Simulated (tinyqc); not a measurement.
Classical Heisenberg spin chain: exact results, Metropolis, heat-bath and over-relaxation steps, and a Monte Carlo run. From heat capacity back to temperature T. Computed by tinyqc, a small Python program. Command: `OMP_NUM_THREADS=1 python tinyqc.py 3130278 3130279 out.jsonl heismc inv`. One thread of a shared host (Intel(R) Xeon(R) Processor @ 2.30GHz), about 0.01 s of CPU time with the checks.

E = -J sum_i s_i . s_(i+1) for unit vectors s_i on an open chain; K = J/(k_B T).

Inputs (values chosen for the exercise, for a model chain of large moments): coupling J = 13 meV; moment mu = 2.7 mu_B.

Constants: k_B = 8.617333262e-05 eV/K; mu_B = 5.7883818060e-05 eV/T.

Method. Each bond angle is independent, so u = <s_i . s_(i+1)> = coth K - 1/K, <s_i . s_(i+n)> = u^n, correlation length xi = -1/ln|u|, energy per bond -J u, heat capacity per bond c/k_B = 1 - K^2/sinh^2 K, and for the long chain chi = mu^2 (1 + u)/(3 k_B T (1 - u)) per spin.

Task: A run gave the result below. Find the temperature T, known to lie between 180 and 360 K.

heat capacity = 0.1075099 k_B/bond

Result:

Each step takes the trial c = (a f_b - b f_a)/(f_b - f_a), f being the result less the target and a, b, c the logarithms of the listed values; c replaces end b, the old b replaces a if the sign of f changed, and otherwise f_a is halved.

Scan of the range:
```
temperature T (K)  heat capacity (k_B/bond)
180                                0.204584
202                                0.166880
227                                0.135074
255                                0.108931
286                                0.087803
321                                0.070481
360                                0.056535
```

False position (Illinois rule, in the logarithm of the input) inside the bracket:
```
step    end a    end b    trial  heat capacity (k_B/bond)
1     255.000  286.000  256.975                  0.107373
2     255.000  256.975  256.655                  0.107623
3     256.975  256.655  256.800                  0.107510
4     256.655  256.800  256.800                  0.107510
```

Heat capacity falls at every point of a 13-point scan of the range (every second point is shown), so one value fits; it is bracketed by 255 and 286. Answer: temperature T = 256.8 K.
